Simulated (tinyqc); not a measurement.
What moves the results: valley splitting in a one-orbital chain of atomic planes (second-neighbour model). A value that a table varies takes the place of the one given here.

Each (001) plane carries one orbital with energy e0, hopping v to the next plane and u to the second: E(phi) = e0 + 2 v cos(phi) + 2 u cos(2 phi), where phi = pi - k a/4 (the sign of every second orbital is chosen so that v > 0, which shifts the phase by pi). The minimum lies at cos(phi0) = -v/(4u), phi0 = pi - (pi/2) k0 for a valley at k0 (2 pi/a), and e0 puts it at zero. A slab of N planes has hard walls: the matrix simply ends.

A well of Nw planes between barriers of 40 planes each (as of a SiGe alloy, taken as an offset alone). With x = j - 39.5 for plane j = 0, 1, ..., the potential is V0 (f(x) + f(Nw - x)) + F (j - 40) a/4, f(y) = 1/(1 + exp(y/L)), a step for L = 0; L is in planes, 4 L is about the distance over which f goes from 0.88 to 0.12, and 1 MV/m = 1e-4 V/angstrom.

Constants: hbar^2/2m0 = 3.80998211 eV angstrom^2.

Values chosen for the exercise (near those of the Delta valleys of silicon; abrupt walls in this chain split the valleys several times more than measured wells; not measured data):
- a = 5.426 angstrom (lattice constant; planes lie a/4 apart)
- ml = 0.884 m0 (longitudinal mass)
- N0 = 28 (first number of planes)
- Nf = 100 (planes in the thick slab)
- V0 = 0.25 eV (barrier height)
- F = 15 MV/m (field)
- Nw = 64 (planes in the well)
- k0 = 0.865 2 pi/a (position of the valley)

## Splitting against the number of planes

u = 0.612701 eV
v = 0.515825 eV
e0 = 1.333969 eV
phi0 = 1.782854 rad

Ten slabs from N0 on, of thickness (N - 1) a/4 between the outer planes. Effective mass: E1 = (c/ml)(pi/W)^2 with W = (N + 2) a/4: the amplitude vanishes on two missing planes at each end, and the envelope has its nodes N + 2 spacings apart. Large-N estimate of the splitting: 16 pi^2 u |sin(phi0) sin((N + 2) phi0)|/(N + 2)^3.

Doublet (meV):

| N | thickness (angstrom) | mean level | effective mass | splitting | estimate |
|---|---|---|---|---|---|
| 28 | 36.63 | 25.58 | 25.69 | 0.395 | 0.275 |
| 29 | 37.98 | 24.03 | 24.06 | 2.991 | 3.042 |
| 30 | 39.34 | 22.51 | 22.58 | 1.463 | 1.391 |
| 31 | 40.70 | 21.19 | 21.23 | 1.919 | 1.988 |
| 32 | 42.05 | 19.97 | 20.00 | 1.958 | 1.924 |
| 33 | 43.41 | 18.82 | 18.87 | 0.856 | 0.924 |
| 34 | 44.76 | 17.83 | 17.84 | 1.983 | 1.978 |
| 35 | 46.12 | 16.84 | 16.89 | 0.039 | 0.015 |
| 36 | 47.48 | 16.00 | 16.01 | 1.671 | 1.688 |
| 37 | 48.83 | 15.17 | 15.20 | 0.681 | 0.645 |

The mean level falls smoothly, from 25.6 to 15.2 meV, within 0.5 % of the effective-mass value. The splitting swings between 0.039 (N = 35) and 2.991 meV (N = 29): one plane more or less changes the phase between the two walls by phi0 = 1.783 rad. The estimate misses the computed values by at most 0.120 meV.

## Splitting against the electric field

A thick slab in a field F: plane j = 0, 1, ... gains the energy F j a/4 (1 MV/m = 1e-4 V/angstrom), which presses the electron against the first wall. The exponent is the slope of ln(splitting) against ln F between 20 and 50 MV/m.

Doublet:

| F (MV/m) | mean level (meV) | splitting (meV) | splitting/F (meV per MV/m) |
|---|---|---|---|
| 1 | 8.06 | 0.1406 | 0.1406 |
| 2 | 12.61 | 0.2778 | 0.1389 |
| 5 | 22.93 | 0.6940 | 0.1388 |
| 10 | 35.97 | 1.3883 | 0.1388 |
| 20 | 56.21 | 2.7774 | 0.1389 |
| 30 | 72.84 | 4.1673 | 0.1389 |
| 50 | 100.68 | 6.9487 | 0.1390 |

exponent = 1.00

The splitting goes from 0.1406 to 6.9487 meV. At high field it grows as F^1.00: at a single hard wall it follows the squared slope of the envelope, which is proportional to F, while the level itself grows about as F^(2/3) (here F^0.64). A hard wall is the sharpest interface possible; real Si interfaces split several times less.

## Sharp and graded interfaces

The lowest doublet for several interface widths L.

Doublet:

| L (planes) | 4 L (angstrom) | mean level (meV) | splitting (micro-eV) |
|---|---|---|---|
| 0.00 | 0.00 | 42.02 | 2082.54 |
| 0.25 | 1.36 | 42.28 | 1059.30 |
| 0.50 | 2.71 | 42.68 | 179.73 |
| 0.75 | 4.07 | 43.18 | 30.07 |
| 1.00 | 5.43 | 43.81 | 5.34 |
| 1.50 | 8.14 | 45.37 | 0.14 |
| 2.00 | 10.85 | 47.21 | 0.00 |

The mean level moves by +5.2 meV over the table, while the splitting falls from 2082.5 micro-eV at a step to 5.34 at L = 1 plane, a factor 390. Coupling the valleys needs the Fourier component of the potential at twice the valley wave vector, a period of a few planes, and grading removes it. Random alloy disorder, left out here, sets the splitting once this part is gone.

## What each parameter does

Step interfaces (L = 0). u, v, e0 follow from 8 u sin^2(phi0) = (2c/ml)/(a/4)^2, v = -4u cos(phi0), e0 = 2u + v^2/(4u), c = hbar^2/2m0. Each row changes one parameter from the base and keeps the others.

Results:

| case | mean level (meV) | splitting (micro-eV) |
|---|---|---|
| base | 42.02 | 2082.5 |
| k0 = 0.875 2 pi/a | 42.02 | 2075.6 |
| ml = 0.972 m0 | 40.76 | 2082.6 |
| V0 = 0.375 eV | 43.19 | 2082.6 |
| F = 30 MV/m | 63.17 | 4166.2 |
| Nw = 65 | 42.02 | 2082.5 |

The largest shifts from the base row, up to three for each result and ties (the steps differ in size, so this ranks the rows, not the parameters). mean level (meV): F +21.15, ml -1.26, V0 +1.17; unchanged at the printed digits by k0 and Nw. splitting (micro-eV): F +2083.6, k0 -7.0, V0 +0.1, ml +0.1; unchanged at the printed digits by Nw.

Program tinyqc; command `OMP_NUM_THREADS=1 python tinyqc.py 1450269 1450270 out.jsonl`; about 0.02 s on one thread of a shared Intel(R) Xeon(R) Processor @ 2.30GHz.
